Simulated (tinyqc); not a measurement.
Switching kinetics of a ferroelectric film and the memory window of a ferroelectric gate stack: one step, computed by the program tinyqc.

Fields in MV/cm; 1 microcoulomb/cm^2 over eps_0 is 11.29409 MV/cm. In the stack (metal, ferroelectric, interlayer, channel) the channel is taken as a conductor.

Question. Memory window. Saturated branches: P(E) = P_s tanh[(E -/+ E_c)/(2 delta)], delta = E_c/ln[(1 + P_r/P_s)/(1 - P_r/P_s)]; D = P + eps_0 eps_F E. At threshold the channel charge is negligible, so D = 0 on each branch: (1 - s) P(E) + eps_0 eps_F E = 0, with the screened share s. The rising branch has the root E0 between 0 and E_c; window = 2 E0 t_F; its upper bound is 2 E_c t_F.

Inputs (values chosen for the exercise, for a model film):
```
quantity                                 value               unit
saturation polarisation P_s                 38  microcoulomb/cm^2
ratio P_r/P_s                             0.73                  -
coercive field E_c                        0.97              MV/cm
permittivity of the ferroelectric eps_F     29                  -
thickness t_F                               24                 nm
share s of P screened by trapped charge   0.62                  -
```

delta = 0.5222200 MV/cm

Give: field E0; memory window; bound 2 E_c t_F; fixed-charge estimate 2 (1 - s) P_r t_F/(eps_0 eps_F).

Answer.

field E0 = 0.81715 MV/cm

memory window = 3.9223 V

bound 2 E_c t_F = 4.656 V

fixed-charge estimate 2 (1 - s) P_r t_F/(eps_0 eps_F) = 19.705 V

Charge and coercive field both limit the window.
